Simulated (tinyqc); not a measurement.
Moments against temperature: two-sublattice mean-field magnet: ferrimagnet, compensation points and susceptibility. Computed by tinyqc, a small Python program. Command: `OMP_NUM_THREADS=1 python tinyqc.py 3026284 3026285 out.jsonl ferri walk`. One thread of a shared host (Intel(R) Xeon(R) Processor @ 2.30GHz), about 0.01 s of CPU time with the checks.

A random alloy A(1-x)B(x) with H = -sum over pairs J S_i.S_j. a = <S_A> and b = <S_B> are taken along z, a > 0. Exchange fields: h_A = (1 - x) zJ_AA a + x zJ_AB b, h_B = (1 - x) zJ_AB a + x zJ_BB b; a = S_A B_(S_A)(S_A h_A/(k_B T)) and likewise for b, with the Brillouin function B_S(y) = [(2S + 1)/(2S)] coth[(2S + 1) y/(2S)] - [1/(2S)] coth[y/(2S)].

Inputs (values chosen for the exercise, for a model ferrimagnet): spin S_A = 1; spin S_B = 1.5; g factor g_A = 2.1; g factor g_B = 2; fraction x of B sites = 0.21; z J_AA = 44.2 meV; z J_BB = 2.8 meV; z J_AB = -17 meV; T over T_c = 0.58.

Constants: k_B = 8.617333262e-05 eV/K.

Method:
- Linearised, T (a, b) = M (a, b) with M_ij = S_i (S_i + 1) c_j zJ_ij/(3 k_B), c_A = 1 - x, c_B = x. T_c is the larger eigenvalue, and its eigenvector gives b/a at onset, (T_c - M_AA)/M_AB.
- Repeat from a = S_A, b = -S_B until a and b change by less than 1e-10.
- Net moment m = (1 - x) g_A a + x g_B b in mu_B per site; net spin s = (1 - x) a + x b.

T_c = 289.301 K

Sublattices:
```
T/T_c   T (K)   a/S_A   -b/S_B  m (mu_B)
0.05    14.47  1.0000  0.99999    1.0290
0.15    43.40  1.0000  0.98511    1.0383
0.30    86.79  0.9949  0.88283    1.0943
0.45   130.19  0.9639  0.73860    1.1337
0.60   173.58  0.8902  0.58648    1.1074
0.72   208.30  0.7889  0.46325    1.0169
0.84   243.01  0.6286  0.33149    0.8339
0.92   266.16  0.4592  0.22643    0.6192
0.97   280.62  0.2868  0.13580    0.3902
```

At 0.45 T_c A keeps 0.96 and B 0.74 of saturation. |m| first rises, to 1.134 at 0.45 T_c, because the minority sublattice falls faster (type P).
